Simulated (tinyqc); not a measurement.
Rectangular fin or nanosheet with a gate all round, subbands and threshold shift from confinement: one step of the calculation.

Undoped body with a flat potential across it, hard walls, transport along x. One isotropic valley (g = 1, mx = my = mz = me). Non-parabolicity enters the subband edges through E (1 + al E) = gamma, so E = 2 gamma/(1 + sqrt(1 + 4 al gamma)); motion within a subband is taken as parabolic with the band-edge mass. Energies are counted from the bulk band edge.

Task. Lowest subbands. gamma = C pi^2 [a^2/(my (t + dl)^2) + b^2/(mz (H + dl)^2)], C = hbar^2/(2 m0). List the 6 lowest, labelled by quantum numbers, with degeneracy g and N_k: N_k = g sqrt(2 mx m0 kB T/(pi hbar^2)).

Inputs (values chosen for the exercise); masses close to those of InAs: temperature T = 77 K; mass at the band edge me = 0.0234 m0; non-parabolicity al = 2.7 1/eV; width (along y) t = 13.3 nm; widening of the box by penetration into the insulator dl = 0 nm; height (along z) H = 26.6 nm.

Constants: q = 1.602176634e-19 C, kB = 1.380649e-23 J/K, hbar = 1.054571817e-34 J s, m0 = 9.1093837015e-31 kg, hbar^2/(2 m0) = 0.0380998212 eV nm^2. Results are converted to the units shown.

Find: E_k; g; N_k.

Result.

```
subband  E_k (eV)  g  N_k (cm^-1)
1,1       0.09113  1      3.602e5
1,2        0.1335  1      3.602e5
1,3        0.1938  1      3.602e5
2,1        0.2359  1      3.602e5
1,4        0.2648  1      3.602e5
2,2        0.2648  1      3.602e5
```

Range of the model: Non-parabolicity also makes carriers heavier within each subband, which is left out, so densities of states are understated at high energy.

Program tinyqc, `OMP_NUM_THREADS=1 python tinyqc.py 2350087 2350088 out.jsonl`; Intel Xeon 2.30GHz, shared host, one thread, about 0.09 s.
